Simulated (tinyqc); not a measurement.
## Film and buried-oxide thickness from two coupling ratios

Question. In a depleted film -dVT/dVb is k1 = Cs Cbox/(Cox (Cs + Cbox)) for a front channel and k2 = Cbox (Cox + Cs)/(Cox Cs) for a back channel, with Cox = eps0 eox/tox, Cs = eps0 eps_r/ts, Cbox = 3.9 eps0/tb. Find ts and tb.

Parameters, values chosen for the exercise; band and dielectric values close to those of germanium:
- eps_r = 16.3 (relative permittivity)
- eox = 9.03 (relative permittivity of the gate insulator (close to aluminium oxide))
- tox = 6.3 nm (insulator thickness)

coupling ratios for a front and a back channel: [0.20462842, 0.45616934]

Answer. With y = Cox/Cs and z = Cox/Cbox, 1/k1 = y + z and k2 = (1 + y)/z, so y = (k2/k1 - 1)/(1 + k2); the thicknesses follow from y and z.

ts = 9.600 nm
tb = 11.00 nm

Computed by the program tinyqc: `OMP_NUM_THREADS=1 python tinyqc.py 2190041 2190042 out.jsonl`, one thread of a shared Intel Xeon 2.30GHz, about 0.3 s for the whole run.
